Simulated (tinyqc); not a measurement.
# Keating valence-force model of a tetrahedral crystal, step by step

A worked calculation. Computed by tinyqc, a small Python program that keeps every step. Command: `OMP_NUM_THREADS=1 python tinyqc.py 3000029 3000030 out.jsonl keating walk`. One thread of a shared host (Intel(R) Xeon(R) Processor @ 2.30GHz), about 0.02 s of CPU time with the checks. Intermediate numbers are printed to about 7 digits and carried at full precision; extremes and crossings named in words are read from the listed rows.

Atom A sits at 0 and atom B at a/4 (1,1,1) of an fcc lattice; the four bonds from A are t = a/4 (1,1,1), a/4 (1,-1,-1), a/4 (-1,1,-1), a/4 (-1,-1,1), of length d = sqrt(3) a/4. Energy: E = (3 alpha/(8 d^2)) sum over bonds (r.r - d^2)^2 + (3 beta/(8 d^2)) sum over pairs of bonds at one atom (r_i.r_j + d^2/3)^2; both atoms have the mass M. The cell holds two atoms, Omega = a^3/4. 1 N/m = 1 J/m^2.

Inputs (values chosen for the exercise, for a model crystal):

| quantity | value | unit |
|---|---|---|
| lattice constant a | 5.052 | angstrom |
| atomic mass M | 64.5 | u |
| bond stretching alpha | 127 | N/m |
| bond bending beta | 44.1 | N/m |
| mesh divisions n | 4 | - |
| temperature T | 150 | K |

Structure: diamond.

wave vector q (2 pi/a): 0.21  0.22  0

Constants: 1 eV/angstrom^2 = 16.02176634 J/m^2; nu for 1 eV/(angstrom^2 u) = 15.6333042 THz; 1 THz = 33.35640952 1/cm; u = 1.6605390666e-27 kg; h x 1 THz = 4.135667696 meV; k_B = 8.617333262e-05 eV/K.

## Dynamical matrix at q

With displacements u exp(i q.r), each bracket changes by g.u, where g = (g_A, g_B): bond t, g = (-2 t, 2 t exp(i q.t)); pair (i, j) at A, g = (-(t_i + t_j), t_i exp(i q.t_j) + t_j exp(i q.t_i)); pair at B, g = (-t_i exp(-i q.t_j) - t_j exp(-i q.t_i), t_i + t_j). Then D_mn = sum over the 4 bonds and 12 pairs of (4 k/a^2) conj(g_m) g_n / sqrt(M_m M_n), with k = alpha or beta converted to eV/angstrom^2.

D(q) (eV/(angstrom^2 u)):
```
                      A x                   A y                   A z                   B x
A x             0.6781323             0.0166721  0.0000000+0.0057082i            -0.5895285
A y             0.0166721             0.6798087  0.0000000+0.0060023i             0.0352081
A z  0.0000000-0.0057082i  0.0000000-0.0060023i             0.6643324  0.0000000-0.1028344i
B x            -0.5895285             0.0352081  0.0000000+0.1028344i             0.6781323
B y             0.0352081            -0.5895285  0.0000000+0.0977942i             0.0166721
B z  0.0000000+0.1028344i  0.0000000+0.0977942i            -0.5895285  0.0000000+0.0057082i

                      B y                   B z
A x             0.0352081  0.0000000-0.1028344i
A y            -0.5895285  0.0000000-0.0977942i
A z  0.0000000-0.0977942i            -0.5895285
B x             0.0166721  0.0000000-0.0057082i
B y             0.6798087  0.0000000-0.0060023i
B z  0.0000000+0.0060023i             0.6643324
```

## Frequencies at q

Diagonalise the Hermitian matrix D. An eigenvalue lambda of D in eV/(angstrom^2 u) gives nu = 15.6333042 THz x sqrt(lambda). The weight on A is the sum of |e|^2 over the three components of atom A.

frequencies (THz): 3.02875  3.82291  5.44780  17.58277  17.64401  17.73574

weights on atom A: 0.5  0.5  0.5  0.5  0.5  0.5

With equal masses the inversion that swaps the two atoms makes every weight one half.

## Elastic constants and internal strain

C11 = (alpha + 3 beta)/a, C12 = (alpha - beta)/a, C44 = 4 alpha beta/(a (alpha + beta)); with the two sublattices clamped C44(0) = (alpha + beta)/a; internal-strain parameter zeta = (alpha - beta)/(alpha + beta); B = (C11 + 2 C12)/3.

C11 = 513.2621 GPa

C12 = 164.0934 GPa

C44 = 259.1725 GPa

clamped C44(0) = 338.6778 GPa

internal-strain parameter zeta = 0.4845120

bulk modulus B = 280.4830 GPa

Letting the sublattices shift lowers C44 by 23 %, which is zeta^2. A shear is shared between bond lengths and angles. The model fixes 2 C44 (C11 + C12)/((C11 - C12)(C11 + 3 C12)) = 1.000 whatever alpha and beta are.

## Optical mode at the zone centre

mu = M/2; lambda = 4 (alpha + beta)/mu with the springs in eV/angstrom^2; nu = 15.6333042 THz x sqrt(lambda).

reduced mass mu = 32.25 u

Raman frequency = 17.99226 THz

the same as a wavenumber = 600.1572 1/cm

## Frequencies at the zone boundary

The formulas are those given above.

Frequencies (THz) at points given in 2 pi/a:

| point | nu 1 | nu 2 | nu 3 | nu 4 | nu 5 | nu 6 |
|---|---|---|---|---|---|---|
| X (1, 0, 0) | 9.13440 | 9.13440 | 14.26812 | 14.26812 | 15.50110 | 15.50110 |
| L (0.5, 0.5, 0.5) | 6.45900 | 6.45900 | 13.80735 | 13.98773 | 16.79294 | 16.79294 |
| W (1, 0.5, 0) | 10.07819 | 10.07819 | 12.72245 | 12.72245 | 16.24408 | 16.24408 |
| K (0.75, 0.75, 0) | 8.43908 | 10.93978 | 12.59862 | 13.33896 | 15.89035 | 16.51541 |

At X the two longitudinal modes are degenerate (14.27 THz), as the diamond symmetry demands.

## Lowest frequency at X

Take the lowest frequency at X = (1, 0, 0) 2 pi/a, the transverse acoustic (TA) mode.

TA frequency at X = 9.134400 THz

## Transverse acoustic branch against its sound line

The sound line is nu = v q/(2 pi) with v = sqrt(C44/rho), rho = (M_A + M_B)/Omega; the clamped line uses C44(0).

Frequencies (THz) along G-X:

| q (2 pi/a) | lowest branch | sound line, relaxed C44 | sound line, clamped C44(0) | third-lowest frequency | highest frequency |
|---|---|---|---|---|---|
| 0.05 | 0.617812 | 0.61808 | 0.70655 | 0.86935 | 17.98553 |
| 0.15 | 1.846895 | 1.85425 | 2.11966 | 2.59726 | 17.93105 |
| 0.30 | 3.648564 | 3.70850 | 4.23933 | 5.12253 | 17.73917 |
| 0.45 | 5.353404 | 5.56275 | 6.35899 | 7.50847 | 17.39358 |
| 0.60 | 6.892499 | 7.41700 | 8.47865 | 9.69673 | 16.86135 |
| 0.75 | 8.157123 | 9.27124 | 10.59832 | 11.64167 | 16.10625 |
| 0.90 | 8.964888 | 11.12549 | 12.71798 | 13.31307 | 15.59975 |
| 1.00 | 9.134400 | 12.36166 | 14.13109 | 14.26812 | 15.50110 |

At small q the branch follows the relaxed line (1.000 of it, against 0.874 of the clamped one): in a long shear wave the sublattices shift against each other. At X it reaches 74 % of the relaxed line. Real tetrahedral semiconductors have flatter TA branches than a Keating model fitted to their elastic constants, which needs longer-ranged terms to mend.

## Thermal sums on a mesh

Mesh: q = sum_i (m_i + 1/2)/n b_i, m_i = 0..n-1, with b = [[-1, 1, 1], [1, -1, 1], [1, 1, -1]] in 2 pi/a; sums over the six modes are averaged over the n^3 points and halved, per atom. With x = h nu/(k_B T) and n = 1/(exp(x) - 1) for each mode: F = k_B T [x/2 + ln(1 - exp(-x))], U = k_B T x (n + 1/2), S/k_B = x n - ln(1 - exp(-x)), C/k_B = x^2 n (n + 1). The acoustic share counts the three lowest modes at each q; zero-point energy = sum h nu/2.

free energy F = 75.04608 meV/atom

entropy S = 0.5197193 k_B/atom

heat capacity C = 1.066158 k_B/atom

acoustic share of C = 0.7807207

zero-point energy = 77.03562 meV/atom

C is 36 % of the classical value; the optical modes are still largely frozen out.

Checks made by the program: slopes of the acoustic branches along [110] against C11, C12 and the relaxed C44 (relative difference 1e-06); zone-centre optical mode against D(q = 0) (relative difference below 1e-10); longitudinal modes at X against the diagonal of D (relative difference below 1e-10).
